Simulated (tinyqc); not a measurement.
# Free and trapped electrons in a MOS channel with a dense trap tail, step by step

Program tinyqc, `OMP_NUM_THREADS=1 python tinyqc.py 2222025 2222026 out.jsonl`; Intel Xeon 2.30GHz, shared host, one thread, about 0.02 s. Printed values are rounded.

p-type body, charge-sheet picture, full ionisation (an idealisation for deep acceptors), Boltzmann statistics for free electrons. e = Ec - EF at the surface. Acceptor-like traps of density D(E) = D0 + De exp(-E/Ew) at depth E below Ec, from 0 to Eu, hold n_t = integral of D(E)/(1 + exp((e - E)/Vt)). psi = Eg - Vt ln(Nv/Na) - e; N_dep = sqrt(2 eps0 eps_r Na (psi - Vt)/q); n_f = sqrt(N_dep^2 + 2 eps0 eps_r Vt Nc exp(-e/Vt)/q) - N_dep; Vg = Vfb + psi + q (N_dep + n_t + n_f)/Cox, Cox = eps0 eox/tox.

Values chosen for this exercise; band and dielectric values close to those of silicon: temperature T = 300 K; band gap Eg = 1.13 eV; relative permittivity eps_r = 11.8; conduction-band density of states at T Nc = 2.77e19 cm^-3; valence-band density of states at T Nv = 2.64e19 cm^-3; relative permittivity of the insulator eox = 3.9; insulator thickness tox = 63 nm; acceptor density Na = 6.6e15 cm^-3; flat-band voltage without trapped charge Vfb = -0.71 V; constant background density of acceptor-like traps D0 = 5.1e10 cm^-2 eV^-1; density of the tail at the conduction edge De = 3e13 cm^-2 eV^-1; decay energy of the tail Ew = 0.11 eV; depth below Ec down to which the traps reach Eu = 0.7 eV; mobility of free electrons mf = 220 cm^2/(V s); Ec - EF at the surface e = 0.195 eV.

Constants: q = 1.602176634e-19 C, kB = 1.380649e-23 J/K, Vt = kB T/q, eps0 = 8.8541878128e-14 F/cm where lengths are in cm. Results are converted to the units shown.

## Trapped charge

Trapezoid rule on 13 equal steps from 0 to Eu, f = 1/(1 + exp((e - E)/Vt)).

```
point	E (eV)	D(E) f (cm^-2 eV^-1)
0	0	1.59138e10
1	0.0538462	7.80924e10
2	0.107692	3.73778e11
3	0.161538	1.49698e12
4	0.215385	2.94601e12
5	0.269231	2.50435e12
6	0.323077	1.63014e12
7	0.376923	1.02504e12
8	0.430769	6.48497e11
9	0.484615	4.17260e11
10	0.538462	2.75493e11
11	0.592308	1.88598e11
12	0.646154	1.35338e11
13	0.7	1.02693e11
```

n_t = 6.34248e11 cm^-2

With 1600 steps n_t = 6.345e11 cm^-2; the coarse value is 0.034 % below it.

## Charges and gate voltage

psi, N_dep, n_f and Vg as defined, with the n_t given; free share n_f/(n_f + n_t); apparent mobility mf n_f/(n_f + n_t); gate voltage spent on traps q n_t/Cox.

psi = 0.720582 V
N_dep = 2.44543e11 cm^-2
n_f = 9.91666e9 cm^-2
Vg = 2.60833 V
free share = 1.53946 %
apparent mobility = 3.38682 cm^2/(V s)
gate voltage spent on traps = 1.85394 V
